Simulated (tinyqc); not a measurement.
Level against strength of the defect: Koster-Slater impurity in an sp3s* host.

sp3s* tight binding, nearest neighbours only: anion (a) at 0, cation (c) at a/4 (1,1,1), orbitals s, px, py, pz, s* on each; k in units of 2 pi/a. With phases e_j = exp(i (pi/2) k.n_j) for n = (1,1,1), (1,-1,-1), (-1,1,-1), (-1,-1,1): g0 = (e1+e2+e3+e4)/4, g1 = (e1+e2-e3-e4)/4, g2 = (e1-e2+e3-e4)/4, g3 = (e1-e2-e3+e4)/4. The diagonal holds the levels Esa, Epa, Exa (s*) and Esc, Epc, Exc. Anion-cation block: <sa|sc> = Vss g0; <sa|xc> = Vsapc g1; <xa|sc> = -Vscpa g1; <xa|xc> = Vxx g0; <xa|yc> = <ya|xc> = Vxy g3, <xa|zc> = <za|xc> = Vxy g2, <ya|zc> = <za|yc> = Vxy g1; <s*a|xc> = Vxapc g1; <xa|s*c> = -Vpaxc g1; y and z take g2 and g3 in place of g1; s-s* and s*-s* vanish.

A defect on a cation site (c) shifts the s level there by Vs or the three p levels by Vp and leaves the rest. A level in the gap solves 1/Vs = G_s(E) (symmetry A1) or 1/Vp = G_p(E) (T2, threefold), with G(E) = (1/N^3) sum over k and bands of w/(E - e), where w is the weight of the state on the s orbital of that site, or the mean weight on its px, py, pz. Mesh: k = f1 (-1,1,1) + f2 (1,-1,1) + f3 (1,1,-1), f = (j + 1/2)/N, j = 0 to N - 1. Energies from the top of the valence band at Gamma; the s* orbital of the site is left as it is. An infinite shift removes the s or p orbitals, the model of the ideal vacancy: G(E) = 0.

Inputs chosen for the exercise (out of a larger set: near a published set for Si; not measured data): p = (-4.22, 1.725, -4.22, 1.725, 6.619, 6.619, -8.328, 1.702, 4.542, 5.777, 5.777, 5.378, 5.378) eV (order Esa, Epa, Esc, Epc, Exa, Exc, Vss, Vxx, Vxy, Vsapc, Vscpa, Vxapc, Vpaxc); N = 6 (mesh).

Eg (smallest gap of the host) = 1.14259 eV

A dash: no level in the gap from 0 to Eg. The last row is the ideal vacancy.

Levels (eV above the valence band):

| shift (eV) | A1 | T2 |
|---|---|---|
| -40 | - | 0.649 |
| -20 | - | 0.780 |
| -12 | 0.128 | 0.920 |
| -8 | 0.497 | 1.041 |
| -5 | 0.871 | 1.139 |
| -3 | 1.120 | - |
| +3 | - | - |
| +5 | - | - |
| +8 | - | - |
| +12 | - | 0.060 |
| +20 | - | 0.212 |
| +40 | - | 0.353 |
| vacancy | - | 0.503 |

A1: a level lies in the gap for the attractive shifts -3, -5, -8 and -12 eV, and no repulsive one does; G has no zero in the gap, so there is no vacancy level there and a strong enough shift drives the level out through the far edge. T2: a level lies in the gap for the attractive shifts -5, -8, -12, -20 and -40 eV and for the repulsive +12, +20 and +40 eV; both branches tend to the vacancy level, 0.503 eV, which pins them. A level passes the edges where the shift equals 1/G, a value that is sensitive to the mesh there: on this one 1/G(0) = -13.9 and 1/G(Eg) = -2.7 eV for s, 9.8 and -4.9 eV for p.

Computed by tinyqc, a small Python program: `OMP_NUM_THREADS=1 python tinyqc.py 1452024 1452025 out.jsonl` (the numbers bound the seed that draws the inputs); one thread of a shared host (Intel(R) Xeon(R) Processor @ 2.30GHz), about 0.01 s for the whole set of steps.
